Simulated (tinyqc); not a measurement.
RKS/LDA (VWN5) in the sto-3g basis, for H2, spin multiplicity 1, step by step. One step of it, computed by the program tinyqc.

Task: Iteration 1: building the Kohn-Sham matrix. J_ij = sum D_kl (ij|kl); F = H + J + V_xc; E = tr D H + tr D J / 2 + E_xc + E_nn.

D at the start:
```
,1H 1s,2H 1s
1H 1s,1.651872,-1.651872
2H 1s,-1.651872,1.651872
```

core Hamiltonian H = T + V (hartree):
```
,1H 1s,2H 1s
1H 1s,-0.906534,-0.524257
2H 1s,-0.524257,-0.906534
```

Two-electron integrals (ij|kl) in chemists' order, unique and non-zero (hartree):
```
i,j,k,l,(ij|kl)
1,1,1,1,0.774606
2,1,1,1,0.232269
2,1,2,1,0.095215
2,2,1,1,0.422038
2,2,2,1,0.232269
2,2,2,2,0.774606
```

nuclear repulsion = 0.44656305 hartree

V_xc (hartree):
```
,1H 1s,2H 1s
1H 1s,-0.413039,-0.128378
2H 1s,-0.128378,-0.413039
```

E_xc = sum of w rho eps_xc = -0.71935802 hartree

Give: Coulomb J; Kohn-Sham matrix F; total energy of this density.

Result:

Coulomb J (hartree):
```
,1H 1s,2H 1s
1H 1s,1.2093,0.4528
2H 1s,0.4528,1.2093
```

Kohn-Sham matrix F (hartree):
```
,1H 1s,2H 1s
1H 1s,-0.1102,-0.1998
2H 1s,-0.1998,-0.1102
```

total energy of this density = -0.286014 hartree

This density is the starting one.
